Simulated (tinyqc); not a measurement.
# Energy and delay of logic against supply voltage, step by step

tinyqc, about 0.01 s, one thread, Intel Xeon 2.30GHz (shared host): `OMP_NUM_THREADS=1 python tinyqc.py 2082018 2082019 out.jsonl` Printed values are rounded.

One expression serves below and above threshold: I(Vg) = Ik [ln(1 + exp((Vg - VT + dd V)/(al nf Vt)))]^al, with I_on = I(V) and I_off = I(0). Gate delay td = kd C V/I_on, clock period LD td. Per gate and cycle the switching energy is act C V^2 and the leakage energy I_off V LD td. No short-circuit current, no variation. Minima are sought above 0.09 V; below a few Vt gates no longer switch and the model has no meaning.

Parameters, values chosen for the exercise; values of the order met in logic technologies: temperature T = 330 K; threshold voltage at zero drain bias VT = 0.36 V; slope factor nf = 1.24; barrier lowering per volt of supply dd = 0.04; specific current of a gate Ik = 2.1 uA; exponent of the current law al = 1.34; load capacitance of a gate C = 2.3 fF; delay factor kd = 0.6; logic depth LD = 60; activity factor act = 0.3; supply voltage V = 0.77 V.

Constants: q = 1.602176634e-19 C, kB = 1.380649e-23 J/K, Vt = kB T/q. Results are converted to the units shown.

## Currents, delay and energies

I_on, I_off, td, clock frequency 1/(LD td), both energies and their sum.

I_on = 41.85957 uA
I_off = 0.1851232 nA
td = 25.38488 ps
clock frequency = 0.6565589 GHz
switching energy = 409.1010 aJ
leakage energy = 0.2171090 aJ
energy = 409.3181 aJ

I_on/I_off = 2.26e5; leakage makes up 0.0530 % of the energy.

## Starting value

V = 0.23 V.

V at the start = 0.23 V

## Iteration 1: new V

Minimum-energy supply: E(V) is the energy per gate and cycle; with h = 0.001 V, E' = (E(V + h) - E(V - h))/(2 h), E'' = (E(V - h) - 2 E(V) + E(V + h))/h^2, V(new) = V - E'/E''.

E' = 191.5829 aJ/V
E'' = 3613.319 aJ/V^2
V after iteration 1 = 0.1769787 V

## Iteration 2: new V

As before.

E' = -46.79408 aJ/V
E'' = 5261.780 aJ/V^2
V after iteration 2 = 0.1858719 V

## Iteration 3: new V

As before.

E' = -0.7997711 aJ/V
E'' = 5068.316 aJ/V^2
V after iteration 3 = 0.1860297 V

## Course of the iteration

Stop when the step is below 1e-9 V, or after 40 iterations.

Course of the iteration:
```
iteration  V before the step (V)  step (V)
1                           0.23   -0.0530
2                      0.1769787   8.89e-3
3                      0.1858719   1.58e-4
4                      0.1860297   6.63e-8
5                      0.1860298  8.90e-13
```

Converged in 5 iterations. There leakage makes up 38.5 % of the energy and the clock runs at 1.19 MHz.
